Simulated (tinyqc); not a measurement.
# Reset of a mushroom phase-change cell, hemispherical electro-thermal model: effects of single changes

Current spreads from a hemispherical contact of radius r0 into a large dome with constant rho and ka: j = I/(2 pi r^2). With s = r0/r the steady rise is T - T0 = c (b s - s^2), c = I^2 rho/(8 pi^2 ka r0^2). The heat lost through the heater, (T(r0) - T0)/Rh, fixes b = (2 + g)/(1 + g), g = 1/(2 pi ka r0 Rh).

Inputs (values chosen for the exercise); values of the order of Ge-Sb-Te and related chalcogenides: ambient temperature T0 = 300 K; melting point Tm = 897 K; radius of the heater contact r0 = 11 nm; resistivity of the hot chalcogenide rho = 3 mohm cm; its thermal conductivity ka = 1.28 W/(m K); thermal resistance of the path through the heater Rh = 40 K/uW.

Each table varies one quantity; the others keep the values above.

## Amorphous thickness against current

The peak lies at s = b/2 with the rise c b^2/4; melting starts at the current where that equals Tm - T0, and the molten shell spans the roots of s^2 - b s + (Tm - T0)/c = 0 (s at most 1). Electrical resistance rho/(2 pi r0).

Amorphous thickness against current:

| I (uA) | peak T (K) | T at the contact (K) | thickness of the melt (nm) | power (uW) |
|---|---|---|---|---|
| 559 | 906.99 | 897.68 | 3.1809 | 135.64 |
| 574 | 940.00 | 930.19 | 5.6873 | 143.01 |
| 594 | 985.38 | 974.87 | 8.2879 | 153.15 |
| 623 | 1053.9 | 1042.4 | 11.734 | 168.47 |
| 662 | 1151.3 | 1138.2 | 16.261 | 190.22 |
| 710 | 1279.2 | 1264.2 | 21.943 | 218.81 |
| 771 | 1454.7 | 1437.0 | 29.526 | 258.02 |
| 842 | 1677.1 | 1656.0 | 38.979 | 307.73 |

The thickness rises from 3.18 to 39.0 nm; it opens as the square root of I - Im just above the melting current of 554 uA. The contact itself melts from I = 559 uA on among the rows. For I = 842 the peak exceeds 1600 K, where the material would degrade.

## Scaling of the melting current

Same model as above.

Rh is scaled as 1/r0, as for an isotropic shrink, in the last two columns and held fixed in the first two.

Results:

| r0 (nm) | Im (uA) | Im/(2 pi r0^2) (MA/cm^2) | Im with Rh = Rh (11 nm/r0) (uA) | power there (uW) |
|---|---|---|---|---|
| 5 | 277.4 | 176.6 | 252.0 | 60.64 |
| 8 | 417.1 | 103.7 | 403.2 | 97.02 |
| 12 | 599.9 | 66.30 | 604.8 | 145.5 |
| 24 | 1142 | 31.55 | 1210 | 291.1 |
| 33 | 1546 | 22.60 | 1663 | 400.2 |
| 45 | 2085 | 16.39 | 2268 | 545.7 |
| 60 | 2759 | 12.20 | 3024 | 727.7 |

Estimate the missing row, r0 = 17 nm.

Computed row:

| r0 (nm) | Im (uA) | Im/(2 pi r0^2) (MA/cm^2) | Im with Rh = Rh (11 nm/r0) (uA) | power there (uW) |
|---|---|---|---|---|
| 17 | 826.3 | 45.50 | 856.8 | 206.2 |

With this row back in the table: With isotropic scaling Im and the power go as r0^(1.00) and r0^(1.00), so the current density grows as 1/r0 and the voltage stays fixed. With Rh held, Im goes as r0^(0.92) over the table, as the heater path weighs more for a small contact. For r0 = 5, 8 boundary thermal resistance, left out here, would dominate.

Range of the model: Constant properties, no latent heat, thermoelectric terms, boundary resistance or heating in the heater itself.

tinyqc, about 0.01 s, one thread, Intel Xeon 2.30GHz (shared host): `OMP_NUM_THREADS=1 python tinyqc.py 2490060 2490061 out.jsonl`
